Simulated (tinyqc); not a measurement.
G0W0 on RHF in the sto-6g basis, for BeH2, spin multiplicity 1, step by step. Computed by tinyqc, a small Python program that keeps every step (integrals from PySCF). Settings: charge = 0, multiplicity = 1, basis = sto-6g, method = RHF, energy threshold = 1e-10, iteration cap = 64, orthogonalisation = canonical, start = atomic densities, DIIS depth = 6. Command: `OMP_NUM_THREADS=1 python tinyqc.py 24129 24130 out.jsonl` (the two numbers bound the seeds that draw the settings). One thread of a shared host (Intel(R) Xeon(R) Processor @ 2.60GHz), about 0.1 s of CPU time with the checks. The early iterations of the SCF are left out here.

## One-electron integrals

Geometry (angstrom):
```
atom       x        y       z
Be    0.0000   0.0000  0.0000
H     0.0000   1.4100  0.0000
H     0.0000  -1.4100  0.0000
```

Basis sto-6g: exponents (1/bohr^2) and contraction coefficients of normalised primitives:
```
element  l (shell)  exponent  coefficient
Be           s (1)  312.8705       0.0092
Be           s (1)   57.3645       0.0494
Be           s (1)   16.0485       0.1685
Be           s (1)    5.5131       0.3706
Be           s (1)    2.1409       0.4165
Be           s (1)    0.8817       0.1303
Be           s (2)   13.6332      -0.0133
Be           s (2)    2.6984      -0.0470
Be           s (2)    0.8387      -0.0338
Be           s (2)    0.3227       0.2502
Be           s (2)    0.1401       0.5951
Be           s (2)    0.0642       0.2407
Be           p (3)   13.6332       0.0038
Be           p (3)    2.6984       0.0377
Be           p (3)    0.8387       0.1739
Be           p (3)    0.3227       0.4180
Be           p (3)    0.1401       0.4259
Be           p (3)    0.0642       0.1017
H            s (1)   35.5232       0.0092
H            s (1)    6.5131       0.0494
H            s (1)    1.8221       0.1685
H            s (1)    0.6260       0.3706
H            s (1)    0.2431       0.4165
H            s (1)    0.1001       0.1303
```

Overlap, kinetic and nuclear-attraction integrals over the contracted functions; the nuclear repulsion is the sum of Za Zb / Rab.

nuclear repulsion = 3.190075 hartree

overlap S, order 1Be 1s, 1Be 2s, 1Be 2px, 1Be 2py, 1Be 2pz, 2H 1s, 3H 1s:
```
[[1.0000, 0.2548, 0.0000, 0.0000, 0.0000, 0.0617, 0.0617],
 [0.2548, 1.0000, 0.0000, 0.0000, 0.0000, 0.4328, 0.4328],
 [0.0000, 0.0000, 1.0000, 0.0000, 0.0000, 0.0000, 0.0000],
 [0.0000, 0.0000, 0.0000, 1.0000, 0.0000, 0.5047, -0.5047],
 [0.0000, 0.0000, 0.0000, 0.0000, 1.0000, 0.0000, 0.0000],
 [0.0617, 0.4328, 0.0000, 0.5047, 0.0000, 1.0000, 0.0299],
 [0.0617, 0.4328, 0.0000, -0.5047, 0.0000, 0.0299, 1.0000]]
```

kinetic energy T (hartree), order 1Be 1s, 1Be 2s, 1Be 2px, 1Be 2py, 1Be 2pz, 2H 1s, 3H 1s:
```
[[6.7688, -0.2074, 0.0000, 0.0000, 0.0000, -0.0139, -0.0139],
 [-0.2074, 0.2201, 0.0000, 0.0000, 0.0000, 0.0587, 0.0587],
 [0.0000, 0.0000, 0.6613, 0.0000, 0.0000, 0.0000, 0.0000],
 [0.0000, 0.0000, 0.0000, 0.6613, 0.0000, 0.1708, -0.1708],
 [0.0000, 0.0000, 0.0000, 0.0000, 0.6613, 0.0000, 0.0000],
 [-0.0139, 0.0587, 0.0000, 0.1708, 0.0000, 0.7685, -0.0072],
 [-0.0139, 0.0587, 0.0000, -0.1708, 0.0000, -0.0072, 0.7685]]
```

nuclear attraction V (hartree), order 1Be 1s, 1Be 2s, 1Be 2px, 1Be 2py, 1Be 2pz, 2H 1s, 3H 1s:
```
[[-15.4654, -1.8420, 0.0000, 0.0000, 0.0000, -0.4878, -0.4878],
 [-1.8420, -3.0105, 0.0000, 0.0000, 0.0000, -1.2458, -1.2458],
 [0.0000, 0.0000, -2.9383, 0.0000, 0.0000, 0.0000, 0.0000],
 [0.0000, 0.0000, 0.0000, -3.1545, 0.0000, -1.4249, 1.4249],
 [0.0000, 0.0000, 0.0000, 0.0000, -2.9383, 0.0000, 0.0000],
 [-0.4878, -1.2458, 0.0000, -1.4249, 0.0000, -2.9197, -0.0974],
 [-0.4878, -1.2458, 0.0000, 1.4249, 0.0000, -0.0974, -2.9197]]
```

core Hamiltonian H = T + V (hartree), order 1Be 1s, 1Be 2s, 1Be 2px, 1Be 2py, 1Be 2pz, 2H 1s, 3H 1s:
```
[[-8.6966, -2.0493, 0.0000, 0.0000, 0.0000, -0.5018, -0.5018],
 [-2.0493, -2.7904, 0.0000, 0.0000, 0.0000, -1.1870, -1.1870],
 [0.0000, 0.0000, -2.2771, 0.0000, 0.0000, 0.0000, 0.0000],
 [0.0000, 0.0000, 0.0000, -2.4932, 0.0000, -1.2542, 1.2542],
 [0.0000, 0.0000, 0.0000, 0.0000, -2.2771, 0.0000, 0.0000],
 [-0.5018, -1.1870, 0.0000, -1.2542, 0.0000, -2.1512, -0.1045],
 [-0.5018, -1.1870, 0.0000, 1.2542, 0.0000, -0.1045, -2.1512]]
```

## Two-electron integrals

Functions are numbered as in S; the eight-fold symmetry (ij|kl) = (ji|kl) = (kl|ij) leaves the list below.

Two-electron integrals (ij|kl) in chemists' order, unique and non-zero (hartree):
```
(11|11) 2.3000     (21|11) 0.3619     (21|21) 0.0719     (22|11) 0.5703
(22|21) 0.1397     (22|22) 0.4178     (31|31) 0.0153     (32|31) 0.0226
(32|32) 0.0923     (33|11) 0.5703     (33|21) 0.1397     (33|22) 0.4178
(33|33) 0.4501     (41|41) 0.0153     (42|41) 0.0226     (42|42) 0.0923
(43|43) 0.0243     (44|11) 0.5703     (44|21) 0.1397     (44|22) 0.4178
(44|33) 0.4016     (44|44) 0.4501     (51|51) 0.0153     (52|51) 0.0226
(52|52) 0.0923     (53|53) 0.0243     (54|54) 0.0243     (55|11) 0.5703
(55|21) 0.1397     (55|22) 0.4178     (55|33) 0.4016     (55|44) 0.4016
(55|55) 0.4501     (61|11) 0.0903     (61|21) 0.0174     (61|22) 0.0336
(61|33) 0.0334     (61|41) 0.0017     (61|42) 0.0033     (61|44) 0.0342
(61|55) 0.0334     (61|61) 0.0045     (62|11) 0.2067     (62|21) 0.0514
(62|22) 0.1660     (62|33) 0.1599     (62|41) 0.0072     (62|42) 0.0414
(62|44) 0.1783     (62|55) 0.1599     (62|61) 0.0137     (62|62) 0.0965
(63|31) 0.0051     (63|32) 0.0228     (63|43) 0.0073     (63|63) 0.0091
(64|11) 0.2189     (64|21) 0.0551     (64|22) 0.1863     (64|33) 0.1754
(64|41) 0.0116     (64|42) 0.0647     (64|44) 0.2082     (64|55) 0.1754
(64|61) 0.0155     (64|62) 0.1234     (64|64) 0.1634     (65|51) 0.0051
(65|52) 0.0228     (65|54) 0.0073     (65|65) 0.0091     (66|11) 0.3727
(66|21) 0.0945     (66|22) 0.3404     (66|33) 0.3158     (66|41) 0.0159
(66|42) 0.1167     (66|44) 0.3896     (66|55) 0.3158     (66|61) 0.0262
(66|62) 0.2491     (66|64) 0.3388     (66|66) 0.7750     (71|11) 0.0903
(71|21) 0.0174     (71|22) 0.0336     (71|33) 0.0334     (71|41) -0.0017
(71|42) -0.0033    (71|44) 0.0342     (71|55) 0.0334     (71|61) 0.0040
(71|62) 0.0114     (71|64) 0.0117     (71|66) 0.0206     (71|71) 0.0045
(72|11) 0.2067     (72|21) 0.0514     (72|22) 0.1660     (72|33) 0.1599
(72|41) -0.0072    (72|42) -0.0414    (72|44) 0.1783     (72|55) 0.1599
(72|61) 0.0114     (72|62) 0.0512     (72|64) 0.0521     (72|66) 0.0978
(72|71) 0.0137     (72|72) 0.0965     (73|31) 0.0051     (73|32) 0.0228
(73|43) -0.0073    (73|63) 0.0039     (73|73) 0.0091     (74|11) -0.2189
(74|21) -0.0551    (74|22) -0.1863    (74|33) -0.1754    (74|41) 0.0116
(74|42) 0.0647     (74|44) -0.2082    (74|55) -0.1754    (74|61) -0.0117
(74|62) -0.0521    (74|64) -0.0507    (74|66) -0.0977    (74|71) -0.0155
(74|72) -0.1234    (74|74) 0.1634     (75|51) 0.0051     (75|52) 0.0228
(75|54) -0.0073    (75|65) 0.0039     (75|75) 0.0091     (76|11) 0.0176
(76|21) 0.0043     (76|22) 0.0126     (76|33) 0.0124     (76|44) 0.0131
(76|55) 0.0124     (76|61) 0.0010     (76|62) 0.0052     (76|64) 0.0060
(76|66) 0.0114     (76|71) 0.0010     (76|72) 0.0052     (76|74) -0.0060
(76|76) 3.89e-04   (77|11) 0.3727     (77|21) 0.0945     (77|22) 0.3404
(77|33) 0.3158     (77|41) -0.0159    (77|42) -0.1167    (77|44) 0.3896
(77|55) 0.3158     (77|61) 0.0206     (77|62) 0.0978     (77|64) 0.0977
(77|66) 0.1876     (77|71) 0.0262     (77|72) 0.2491     (77|74) -0.3388
(77|76) 0.0114     (77|77) 0.7750
```

## Orthogonalisation

S = U s U^T; canonical form X = U s^(-1/2), so that X^T S X = 1. Each column of U has its largest component positive (the first on a tie).

eigenvalues of S: [0.2712, 0.3772, 0.9428, 1.0000, 1.0000, 1.6989, 1.7099]

X, order 1Be 1s, 1Be 2s, 1Be 2px, 1Be 2py, 1Be 2pz, 2H 1s, 3H 1s:
```
[[0.0000, -0.3351, 0.9505, 0.0000, 0.0000, 0.0000, 0.2487],
 [0.0000, 1.1845, -0.0803, 0.0000, 0.0000, 0.0000, 0.5213],
 [0.0000, 0.0000, 0.0000, 1.0000, 0.0000, 0.0000, 0.0000],
 [1.3436, 0.0000, 0.0000, 0.0000, 0.0000, 0.5482, 0.0000],
 [0.0000, 0.0000, 0.0000, 0.0000, 1.0000, 0.0000, 0.0000],
 [-0.9702, -0.7537, -0.2745, 0.0000, 0.0000, 0.3796, 0.3544],
 [0.9702, -0.7537, -0.2745, 0.0000, 0.0000, -0.3796, 0.3544]]
```

Within a degenerate level the vectors are fixed only up to a rotation; this is one choice.

## Iteration 7 (converged): orbitals

converged F (hartree), order 1Be 1s, 1Be 2s, 1Be 2px, 1Be 2py, 1Be 2pz, 2H 1s, 3H 1s:
```
[[-4.5918, -1.2489, 0.0000, 0.0000, 0.0000, -0.3078, -0.3078],
 [-1.2489, -0.5897, 0.0000, 0.0000, 0.0000, -0.3888, -0.3888],
 [0.0000, 0.0000, 0.2097, 0.0000, 0.0000, 0.0000, 0.0000],
 [0.0000, 0.0000, 0.0000, -0.2090, 0.0000, -0.3257, 0.3257],
 [0.0000, 0.0000, 0.0000, 0.0000, 0.2097, 0.0000, 0.0000],
 [-0.3078, -0.3888, 0.0000, -0.3257, 0.0000, -0.2893, -0.0370],
 [-0.3078, -0.3888, 0.0000, 0.3257, 0.0000, -0.0370, -0.2893]]
```

Diagonalise F' = X^T F X, C = X C', fill 3 alpha and 3 beta electrons from the bottom; D = 2 C_occ C_occ^T. Each column has its largest component positive (the first on a tie).

F' = X^T F X (hartree):
```
[[0.8461, 0.0000, 0.0000, 0.0000, 0.0000, 0.0461, 0.0000],
 [0.0000, 0.3554, 0.5341, 0.0000, 0.0000, 0.0000, 0.2107],
 [0.0000, 0.5341, -3.7242, 0.0000, 0.0000, 0.0000, -1.6232],
 [0.0000, 0.0000, 0.0000, 0.2097, 0.0000, 0.0000, 0.0000],
 [0.0000, 0.0000, 0.0000, 0.0000, 0.2097, 0.0000, 0.0000],
 [0.0461, 0.0000, 0.0000, 0.0000, 0.0000, -0.4066, 0.0000],
 [0.0000, 0.2107, -1.6232, 0.0000, 0.0000, 0.0000, -1.2460]]
```

orbital energies (hartree): [-4.5933, -0.4456, -0.4083, 0.2097, 0.2097, 0.4242, 0.8478]

coefficients C, order 1Be 1s, 1Be 2s, 1Be 2px, 1Be 2py, 1Be 2pz, 2H 1s, 3H 1s:
```
[[0.9947, -0.2091, 0.0000, 0.0000, 0.0000, -0.2112, 0.0000],
 [0.0214, 0.5677, 0.0000, 0.0000, 0.0000, 1.1655, 0.0000],
 [0.0000, 0.0000, 0.0000, 0.9936, -0.1130, 0.0000, 0.0000],
 [0.0000, 0.0000, 0.4984, 0.0000, 0.0000, 0.0000, 1.3628],
 [0.0000, 0.0000, 0.0000, 0.1130, 0.9936, 0.0000, 0.0000],
 [-0.0023, 0.3970, 0.4149, 0.0000, 0.0000, -0.7818, -0.9556],
 [-0.0023, 0.3970, -0.4149, 0.0000, 0.0000, -0.7818, 0.9556]]
```

D after iteration 7, order 1Be 1s, 1Be 2s, 1Be 2px, 1Be 2py, 1Be 2pz, 2H 1s, 3H 1s:
```
[[2.0662, -0.1950, 0.0000, 0.0000, 0.0000, -0.1706, -0.1706],
 [-0.1950, 0.6455, 0.0000, 0.0000, 0.0000, 0.4507, 0.4507],
 [0.0000, 0.0000, 0.0000, 0.0000, 0.0000, 0.0000, 0.0000],
 [0.0000, 0.0000, 0.0000, 0.4969, 0.0000, 0.4136, -0.4136],
 [0.0000, 0.0000, 0.0000, 0.0000, 0.0000, 0.0000, 0.0000],
 [-0.1706, 0.4507, 0.0000, 0.4136, 0.0000, 0.6597, -0.0291],
 [-0.1706, 0.4507, 0.0000, -0.4136, 0.0000, -0.0291, 0.6597]]
```

Within a degenerate level the vectors are fixed only up to a rotation; this is one choice.

## Convergence

Stop when the energy changes by less than 1e-10 hartree and every element of the error matrix X^T (F D S - S D F) X is below 3e-06.

Course of the cycle:
```
iteration  E (hartree)     change  largest element of the error matrix
1           -15.532669          -                             4.43e-01
2           -15.698096  -1.65e-01                             1.44e-01
3           -15.713808  -1.57e-02                             2.23e-02
4           -15.714413  -6.05e-04                             7.34e-04
5           -15.714413  -4.95e-07                             1.37e-05
6           -15.714413  -1.40e-10                             9.72e-07
7           -15.714413  -7.57e-13                             3.82e-07
```

PySCF RHF in the same basis = -15.714413 hartree

Converged in 7 iterations.

## Integrals over molecular orbitals

(pq|rs) = sum C_ip C_jq C_kr C_ls (ij|kl), one index at a time.

one-electron integrals over orbitals h = C^T H C (hartree):
```
[[-8.6876, 0.2174, 0.0000, 0.0000, 0.0000, 0.2087, 0.0000],
 [0.2174, -2.4079, 0.0000, 0.0000, 0.0000, -0.2096, 0.0000],
 [0.0000, 0.0000, -2.3617, 0.0000, 0.0000, 0.0000, -0.2943],
 [0.0000, 0.0000, 0.0000, -2.2771, 0.0000, 0.0000, 0.0000],
 [0.0000, 0.0000, 0.0000, 0.0000, -2.2771, 0.0000, 0.0000],
 [0.2087, -0.2096, 0.0000, 0.0000, 0.0000, -1.9319, 0.0000],
 [0.0000, 0.0000, -0.2943, 0.0000, 0.0000, 0.0000, -1.8353]]
```

Two-electron integrals over orbitals (pq|rs), unique and non-zero (hartree):
```
(11|11) 2.2806    (21|11) -0.1938   (21|21) 0.0258    (22|11) 0.4776
(22|21) -0.0062   (22|22) 0.3901    (31|31) 0.0057    (32|31) 0.0128
(32|32) 0.1637    (33|11) 0.4450    (33|21) -0.0023   (33|22) 0.4033
(33|33) 0.4264    (41|41) 0.0160    (42|41) 0.0149    (42|42) 0.0480
(43|43) 0.0139    (44|11) 0.5701    (44|21) -0.0072   (44|22) 0.3630
(44|33) 0.3493    (44|44) 0.4501    (51|51) 0.0160    (52|51) 0.0149
(52|52) 0.0480    (53|53) 0.0139    (54|54) 0.0243    (55|11) 0.5701
(55|21) -0.0072   (55|22) 0.3630    (55|33) 0.3493    (55|44) 0.4016
(55|55) 0.4501    (61|11) -0.1966   (61|21) 0.0269    (61|22) -0.0067
(61|33) -0.0035   (61|44) -0.0050   (61|55) -0.0050   (61|61) 0.0283
(62|11) 0.1270    (62|21) -0.0068   (62|22) -0.0214   (62|33) -0.0446
(62|44) 0.0585    (62|55) 0.0585    (62|61) -0.0053   (62|62) 0.0801
(63|31) -0.0015   (63|32) -0.0933   (63|63) 0.0836    (64|41) 0.0164
(64|42) 0.0472    (64|64) 0.0512    (65|51) 0.0164    (65|52) 0.0472
(65|65) 0.0512    (66|11) 0.4823    (66|21) -0.0073   (66|22) 0.3906
(66|33) 0.4012    (66|44) 0.3646    (66|55) 0.3646    (66|61) -0.0073
(66|62) -0.0301   (66|66) 0.4063    (71|31) 0.0108    (71|32) 0.0194
(71|63) -0.0009   (71|71) 0.0207    (72|31) 0.0039    (72|32) -0.0435
(72|63) 0.0621    (72|71) 0.0077    (72|72) 0.0577    (73|11) 0.1447
(73|21) -0.0045   (73|22) -0.0041   (73|33) -0.0196   (73|44) 0.0635
(73|55) 0.0635    (73|61) -0.0035   (73|62) 0.0757    (73|66) -0.0224
(73|73) 0.0845    (74|43) 0.0136    (74|74) 0.0167    (75|53) 0.0136
(75|75) 0.0167    (76|31) 0.0107    (76|32) 0.1425    (76|63) -0.0928
(76|71) 0.0166    (76|72) -0.0530   (76|76) 0.1391    (77|11) 0.5669
(77|21) -0.0080   (77|22) 0.4191    (77|33) 0.4371    (77|44) 0.3865
(77|55) 0.3865    (77|61) -0.0083   (77|62) -0.0296   (77|66) 0.4284
(77|73) -0.0058   (77|77) 0.4772
```

## Screening: direct RPA

With D = e_a - e_i and K = (ia|jb): diagonalise D^(1/2) (D + 4K) D^(1/2) = Z w^2 Z^T; X + Y = D^(1/2) Z w^(-1/2), each column of Z with its largest component positive (the first on a tie); E_c = (sum w - tr (D + 2K)) / 2.

D^(1/2) (D + 4K) D^(1/2) (hartree^2), order 1>4, 1>5, 1>6, 1>7, 2>4, 2>5, 2>6, 2>7, 3>4, 3>5, 3>6, 3>7:
```
[[23.3774, 0.0000, 0.0000, 0.0000, 0.1058, 0.0000, 0.0000, 0.0000, 0.0000, 0.0000, 0.0000, 0.0000],
 [0.0000, 23.3774, 0.0000, 0.0000, 0.0000, 0.1058, 0.0000, 0.0000, 0.0000, 0.0000, 0.0000, 0.0000],
 [0.0000, 0.0000, 25.7435, 0.0000, 0.0000, 0.0000, -0.0444, 0.0000, 0.0000, 0.0000, 0.0000, -0.0347],
 [0.0000, 0.0000, 0.0000, 30.0569, 0.0000, 0.0000, 0.0000, 0.0816, 0.0000, 0.0000, -0.0078, 0.0000],
 [0.1058, 0.0000, 0.0000, 0.0000, 0.5553, 0.0000, 0.0000, 0.0000, 0.0000, 0.0000, 0.0000, 0.0000],
 [0.0000, 0.1058, 0.0000, 0.0000, 0.0000, 0.5553, 0.0000, 0.0000, 0.0000, 0.0000, 0.0000, 0.0000],
 [0.0000, 0.0000, -0.0444, 0.0000, 0.0000, 0.0000, 1.0351, 0.0000, 0.0000, 0.0000, 0.0000, 0.3163],
 [0.0000, 0.0000, 0.0000, 0.0816, 0.0000, 0.0000, 0.0000, 1.9713, 0.0000, 0.0000, 0.2579, 0.0000],
 [0.0000, 0.0000, 0.0000, 0.0000, 0.0000, 0.0000, 0.0000, 0.0000, 0.4162, 0.0000, 0.0000, 0.0000],
 [0.0000, 0.0000, 0.0000, 0.0000, 0.0000, 0.0000, 0.0000, 0.0000, 0.0000, 0.4162, 0.0000, 0.0000],
 [0.0000, 0.0000, 0.0000, -0.0078, 0.0000, 0.0000, 0.0000, 0.2579, 0.0000, 0.0000, 0.9714, 0.0000],
 [0.0000, 0.0000, -0.0347, 0.0000, 0.0000, 0.0000, 0.3163, 0.0000, 0.0000, 0.0000, 0.0000, 2.0025]]
```

excitation energies w (hartree): [0.6451, 0.6451, 0.7449, 0.7449, 0.9533, 0.9700, 1.4261, 1.4480, 4.8351, 4.8351, 5.0738, 5.4824]

X + Y, order 1>4, 1>5, 1>6, 1>7, 2>4, 2>5, 2>6, 2>7, 3>4, 3>5, 3>6, 3>7:
```
[[0.0000, 0.0000, -0.0118, 0.0000, 0.0000, 0.0000, 0.0000, 0.0000, 0.9967, 0.0000, 0.0000, 0.0000],
 [0.0000, 0.0000, 0.0000, -0.0118, 0.0000, 0.0000, 0.0000, 0.0000, 0.0000, 0.9967, 0.0000, 0.0000],
 [0.0000, 0.0000, 0.0000, 0.0000, 0.0000, 0.0030, 0.0000, 0.0036, 0.0000, 0.0000, 0.9944, 0.0000],
 [0.0000, 0.0000, 0.0000, 0.0000, 0.0022, 0.0000, -0.0054, 0.0000, 0.0000, 0.0000, 0.0000, 0.9962],
 [0.0000, 0.0000, 0.9379, 0.0026, 0.0000, 0.0000, 0.0000, 0.0000, 0.0017, 0.0000, 0.0000, 0.0000],
 [0.0000, 0.0000, -0.0026, 0.9379, 0.0000, 0.0000, 0.0000, 0.0000, 0.0000, 0.0017, 0.0000, 0.0000],
 [0.0000, 0.0000, 0.0000, 0.0000, 0.0000, 0.9075, 0.0000, 0.2213, 0.0000, 0.0000, -0.0008, 0.0000],
 [0.0000, 0.0000, 0.0000, 0.0000, -0.2748, 0.0000, 0.9254, 0.0000, 0.0000, 0.0000, 0.0000, 0.0014],
 [0.9015, -0.3810, 0.0000, 0.0000, 0.0000, 0.0000, 0.0000, 0.0000, 0.0000, 0.0000, 0.0000, 0.0000],
 [0.3810, 0.9015, 0.0000, 0.0000, 0.0000, 0.0000, 0.0000, 0.0000, 0.0000, 0.0000, 0.0000, 0.0000],
 [0.0000, 0.0000, 0.0000, 0.0000, 0.9081, 0.0000, 0.1803, 0.0000, 0.0000, 0.0000, 0.0000, -0.0001],
 [0.0000, 0.0000, 0.0000, 0.0000, 0.0000, -0.3249, 0.0000, 0.8926, 0.0000, 0.0000, -0.0007, 0.0000]]
```

RPA correlation energy = -0.040489 hartree

Within a degenerate level the vectors are fixed only up to a rotation; this is one choice.

## G0W0 on Hartree-Fock: HOMO

W(p,q,m) = sqrt2 sum_ia (pq|ia) (X+Y)_ia,m; Sigma_c(x) = sum_(i,m) W^2/(x - e_i + w_m) + sum_(a,m) W^2/(x - e_a - w_m); solve x = e_p + Sigma_c(x) by Newton steps; Z = 1/(1 - dSigma/dx); 1 hartree = 27.211386 eV.

The 12 largest terms at x = e_p (hartree; W for the signs of X + Y given):
```
q   m        W       term
2   5  -0.1028     0.0107
7   8   0.1304    -0.0063
6   7   0.1027    -0.0047
2   7  -0.0809     0.0045
6   5   0.0832    -0.0039
3   6  -0.0482     0.0024
7   6   0.0582    -0.0015
3   8  -0.0388     0.0010
4   1   0.0177  -2.47e-04
5   2   0.0177  -2.47e-04
2  12   0.0272   1.34e-04
4   2  -0.0075  -4.42e-05
```

Newton steps (hartree):
```
step        x  Sigma_c(x)       Z
0     -0.4083      0.0018  0.9758
1     -0.4065      0.0018  0.9759
2     -0.4065      0.0018  0.9759
```

quasiparticle energy of the HOMO = -11.0620 eV

Hartree-Fock value = -11.1099 eV

## G0W0 on Hartree-Fock: LUMO

As before.

The 12 largest terms at x = e_p (hartree; W for the signs of X + Y given):
```
q  m        W       term
4  8   0.0984    -0.0067
6  3   0.0623    -0.0040
2  3   0.0635     0.0029
4  6   0.0459    -0.0022
3  1   0.0177   2.47e-04
7  1   0.0174  -2.35e-04
6  9   0.0232  -1.07e-04
2  9   0.0211   8.13e-05
1  3   0.0195   6.86e-05
1  9   0.0226   5.32e-05
3  2  -0.0075   4.42e-05
7  2  -0.0073  -4.20e-05
```

Newton steps (hartree):
```
step       x  Sigma_c(x)       Z
0     0.2097     -0.0099  0.9866
1     0.1999     -0.0098  0.9867
2     0.1999     -0.0098  0.9867
```

quasiparticle energy of the LUMO = 5.4400 eV

Hartree-Fock value = 5.7065 eV
